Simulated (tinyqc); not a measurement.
ROHF in the 6-31g basis, for H4+, spin multiplicity 2, step by step. One step of it, computed by the program tinyqc.

Task: Iteration 1: Roothaan effective Fock matrix. With projectors Pc = D(beta) S, Po = (D(alpha) - D(beta)) S, Pv = 1 - D(alpha) S, the block xy is Px^T F Py; with Fc = (F(alpha) + F(beta))/2, the blocks are Fc for cc, oo, vv and cv, F(beta) for co and F(alpha) for ov.

F(alpha) (hartree), order 1H 1s, 1H 2s, 2H 1s, 2H 2s, 3H 1s, 3H 2s, 4H 1s, 4H 2s:
$$\begin{pmatrix}
-0.188359 & -0.534892 & -0.134140 & -0.267121 & -0.018117 & -0.083671 & -0.000974 & -0.005427 \\
-0.534892 & -0.457708 & -0.295193 & -0.373399 & -0.109637 & -0.202138 & -0.005427 & -0.028021 \\
-0.134140 & -0.295193 & -0.408481 & -0.721285 & -0.528570 & -0.591203 & -0.018117 & -0.109637 \\
-0.267121 & -0.373399 & -0.721285 & -0.706637 & -0.591203 & -0.638437 & -0.083671 & -0.202138 \\
-0.018117 & -0.109637 & -0.528570 & -0.591203 & -0.408481 & -0.721285 & -0.134140 & -0.295193 \\
-0.083671 & -0.202138 & -0.591203 & -0.638437 & -0.721285 & -0.706637 & -0.267121 & -0.373399 \\
-0.000974 & -0.005427 & -0.018117 & -0.083671 & -0.134140 & -0.267121 & -0.188359 & -0.534892 \\
-0.005427 & -0.028021 & -0.109637 & -0.202138 & -0.295193 & -0.373399 & -0.534892 & -0.457708
\end{pmatrix}$$

F(beta) (hartree), order 1H 1s, 1H 2s, 2H 1s, 2H 2s, 3H 1s, 3H 2s, 4H 1s, 4H 2s:
$$\begin{pmatrix}
0.002656 & -0.388694 & -0.103644 & -0.200589 & -0.010405 & -0.061111 & -0.000487 & -0.003096 \\
-0.388694 & -0.320975 & -0.223014 & -0.275006 & -0.078757 & -0.149756 & -0.003096 & -0.019134 \\
-0.103644 & -0.223014 & -0.183388 & -0.533074 & -0.403062 & -0.439189 & -0.010405 & -0.078757 \\
-0.200589 & -0.275006 & -0.533074 & -0.509107 & -0.439189 & -0.464391 & -0.061111 & -0.149756 \\
-0.010405 & -0.078757 & -0.403062 & -0.439189 & -0.183388 & -0.533074 & -0.103644 & -0.223014 \\
-0.061111 & -0.149756 & -0.439189 & -0.464391 & -0.533074 & -0.509107 & -0.200589 & -0.275006 \\
-0.000487 & -0.003096 & -0.010405 & -0.061111 & -0.103644 & -0.200589 & 0.002656 & -0.388694 \\
-0.003096 & -0.019134 & -0.078757 & -0.149756 & -0.223014 & -0.275006 & -0.388694 & -0.320975
\end{pmatrix}$$

D(alpha) at the start, order 1H 1s, 1H 2s, 2H 1s, 2H 2s, 3H 1s, 3H 2s, 4H 1s, 4H 2s:
$$\begin{pmatrix}
0.135224 & 0.149756 & -0.004556 & -0.003375 & -0.002799 & 0.003907 & -0.000580 & -0.000894 \\
0.149756 & 0.166687 & 0.003976 & 0.006021 & 0.002552 & 0.010603 & -0.000894 & -0.000513 \\
-0.004556 & 0.003976 & 0.137658 & 0.146349 & -0.002338 & 0.001195 & -0.002799 & 0.002552 \\
-0.003375 & 0.006021 & 0.146349 & 0.156068 & 0.001195 & 0.005347 & 0.003907 & 0.010603 \\
-0.002799 & 0.002552 & -0.002338 & 0.001195 & 0.137658 & 0.146349 & -0.004556 & 0.003976 \\
0.003907 & 0.010603 & 0.001195 & 0.005347 & 0.146349 & 0.156068 & -0.003375 & 0.006021 \\
-0.000580 & -0.000894 & -0.002799 & 0.003907 & -0.004556 & -0.003375 & 0.135224 & 0.149756 \\
-0.000894 & -0.000513 & 0.002552 & 0.010603 & 0.003976 & 0.006021 & 0.149756 & 0.166687
\end{pmatrix}$$

D(beta) at the start, order 1H 1s, 1H 2s, 2H 1s, 2H 2s, 3H 1s, 3H 2s, 4H 1s, 4H 2s:
$$\begin{pmatrix}
0.067612 & 0.074878 & -0.002278 & -0.001687 & -0.001400 & 0.001953 & -0.000290 & -0.000447 \\
0.074878 & 0.083343 & 0.001988 & 0.003010 & 0.001276 & 0.005301 & -0.000447 & -0.000256 \\
-0.002278 & 0.001988 & 0.068829 & 0.073174 & -0.001169 & 0.000598 & -0.001400 & 0.001276 \\
-0.001687 & 0.003010 & 0.073174 & 0.078034 & 0.000598 & 0.002674 & 0.001953 & 0.005301 \\
-0.001400 & 0.001276 & -0.001169 & 0.000598 & 0.068829 & 0.073174 & -0.002278 & 0.001988 \\
0.001953 & 0.005301 & 0.000598 & 0.002674 & 0.073174 & 0.078034 & -0.001687 & 0.003010 \\
-0.000290 & -0.000447 & -0.001400 & 0.001953 & -0.002278 & -0.001687 & 0.067612 & 0.074878 \\
-0.000447 & -0.000256 & 0.001276 & 0.005301 & 0.001988 & 0.003010 & 0.074878 & 0.083343
\end{pmatrix}$$

overlap S, order 1H 1s, 1H 2s, 2H 1s, 2H 2s, 3H 1s, 3H 2s, 4H 1s, 4H 2s:
$$\begin{pmatrix}
1.000000 & 0.658292 & 0.045530 & 0.213426 & 0.000613 & 0.037687 & 0.000000 & 0.000352 \\
0.658292 & 1.000000 & 0.213426 & 0.500654 & 0.037687 & 0.171851 & 0.000352 & 0.009461 \\
0.045530 & 0.213426 & 1.000000 & 0.658292 & 0.306013 & 0.441328 & 0.000613 & 0.037687 \\
0.213426 & 0.500654 & 0.658292 & 1.000000 & 0.441328 & 0.782448 & 0.037687 & 0.171851 \\
0.000613 & 0.037687 & 0.306013 & 0.441328 & 1.000000 & 0.658292 & 0.045530 & 0.213426 \\
0.037687 & 0.171851 & 0.441328 & 0.782448 & 0.658292 & 1.000000 & 0.213426 & 0.500654 \\
0.000000 & 0.000352 & 0.000613 & 0.037687 & 0.045530 & 0.213426 & 1.000000 & 0.658292 \\
0.000352 & 0.009461 & 0.037687 & 0.171851 & 0.213426 & 0.500654 & 0.658292 & 1.000000
\end{pmatrix}$$

Give: effective F.

Result:

effective F (hartree), order 1H 1s, 1H 2s, 2H 1s, 2H 2s, 3H 1s, 3H 2s, 4H 1s, 4H 2s:
$$\begin{pmatrix}
-0.102 & -0.464 & -0.111 & -0.223 & -0.004 & -0.059 & 0.003 & 0.002 \\
-0.464 & -0.381 & -0.245 & -0.302 & -0.078 & -0.152 & 0.002 & -0.011 \\
-0.111 & -0.245 & -0.289 & -0.606 & -0.452 & -0.492 & -0.004 & -0.078 \\
-0.223 & -0.302 & -0.606 & -0.569 & -0.492 & -0.511 & -0.059 & -0.152 \\
-0.004 & -0.078 & -0.452 & -0.492 & -0.289 & -0.606 & -0.111 & -0.245 \\
-0.059 & -0.152 & -0.492 & -0.511 & -0.606 & -0.569 & -0.223 & -0.302 \\
0.003 & 0.002 & -0.004 & -0.059 & -0.111 & -0.223 & -0.102 & -0.464 \\
0.002 & -0.011 & -0.078 & -0.152 & -0.245 & -0.302 & -0.464 & -0.381
\end{pmatrix}$$
